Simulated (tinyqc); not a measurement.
On-chip interconnect, size-dependent resistivity and RC delay: one step of the calculation.

A rectangular line between two neighbours and two ground planes. Surface and grain-boundary scattering are added to the bulk resistivity as corrections; capacitances are parallel-plate values without fringing; inductance is ignored.

Problem. Resistivity, resistance and capacitance per length. Metal width x = wd - 2 tl, height y = AR wd - tl; grain boundaries (Mayadas-Shatzkes): al = (lam/(gr x)) Rg/(1 - Rg), g = 1/[1 - 3 al/2 + 3 al^2 - 3 al^3 ln(1 + 1/al)] - 1; surfaces (Fuchs-Sondheimer, thick limit): s = (3/8) lam (1 - ps)(1/x + 1/y); rho = rho0 (1 + g + s); r = rho/(x y); c = eps0 ek (2 wd/hd + 2 Mf AR wd/sp).

Inputs (values chosen for the exercise); metal values close to those of copper:

| symbol | value | unit | meaning |
|---|---|---|---|
| rho0 | 1.71 | uohm cm | bulk resistivity |
| lam | 40.2 | nm | bulk mean free path |
| ps | 0 |  | specular share of surface scattering |
| Rg | 0.31 |  | reflection coefficient of grain boundaries |
| gr | 1 |  | grain size over the metal width |
| wd | 92 | nm | drawn line width |
| AR | 2.4 |  | aspect ratio, height over width |
| tl | 2.7 | nm | liner on both walls and the bottom, not conducting |
| sp | 180 | nm | space to the neighbouring lines |
| hd | 110 | nm | dielectric height to the planes above and below |
| ek | 3.9 |  | relative permittivity of the dielectric |
| Mf | 0 |  | Miller factor of the neighbours |

Constants: eps0 = 8.8541878128e-12 F/m. Results are converted to the units shown.

Find: x; y; al; g; s; rho; r; c.

Solution.

x = 86.600 nm
y = 218.10 nm
al = 0.20856
g = 0.29897
s = 0.24320
rho = 2.6371 uohm cm
r = 1.3962 ohm/um
c = 0.057762 fF/um

Computed by the program tinyqc: `OMP_NUM_THREADS=1 python tinyqc.py 2100118 2100119 out.jsonl`, one thread of a shared Intel Xeon 2.30GHz, about 0.01 s for the whole run.
